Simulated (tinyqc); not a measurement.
## Arrhenius plot from several rate windows

Emission rate en = sn vth(T) Nc(T) exp(-Et/kB T) = sn g T^2 exp(-Et/kB T), g = vth Nc/(300 K)^2, as vth goes as T^0.5 and Nc as T^1.5 (degeneracy factor 1). Each window ew gives the temperature where en = ew.

Values chosen for this exercise; material values close to those of silicon: conduction-band density of states at 300 K Nc = 2.85e19 cm^-3; thermal velocity at 300 K vth = 2.2e7 cm/s; depth of the trap below the conduction edge Et = 0.23 eV; capture cross-section sn = 6.4e-17 cm^2.

Constants: q = 1.602176634e-19 C, kB = 1.380649e-23 J/K. Results are converted to the units shown.

Result of one run:

| ew (1/s) | T peak (K) | q/kB T (1/eV) | ln(ew/T^2) | ln ew |
|---|---|---|---|---|
| 1300 | 166.2 | 69.84 | -3.056 | 7.170 |

What becomes of these results when the rate window ew is changed from 1300 to 3900 1/s, all else the same?

Result of the changed run:

| ew (1/s) | T peak (K) | q/kB T (1/eV) | ln(ew/T^2) | ln ew |
|---|---|---|---|---|
| 3900 | 176.9 | 65.61 | -2.082 | 8.269 |

The whole series:

| ew (1/s) | T peak (K) | q/kB T (1/eV) | ln(ew/T^2) | ln ew |
|---|---|---|---|---|
| 1.7 | 120.9 | 95.95 | -9.060 | 0.5306 |
| 5.1 | 126.7 | 91.58 | -8.055 | 1.629 |
| 15 | 132.9 | 87.30 | -7.072 | 2.708 |
| 47 | 140.2 | 82.80 | -6.035 | 3.850 |
| 140 | 147.8 | 78.51 | -5.050 | 4.942 |
| 430 | 156.5 | 74.13 | -4.043 | 6.064 |
| 1300 | 166.2 | 69.84 | -3.056 | 7.170 |
| 3900 | 176.9 | 65.61 | -2.082 | 8.269 |

The peak rises from 121 to 177 K. ln(ew/T^2) against q/kB T is a straight line of slope -0.2300 eV, the trap depth. Its intercept gives sn = 6.40e-17 cm^2. Leaving out the T^2 gives 0.2551 eV, too high by about 2 kB T.

tinyqc, about 0.01 s, one thread, Intel Xeon 2.30GHz (shared host): `OMP_NUM_THREADS=1 python tinyqc.py 2050071 2050072 out.jsonl`
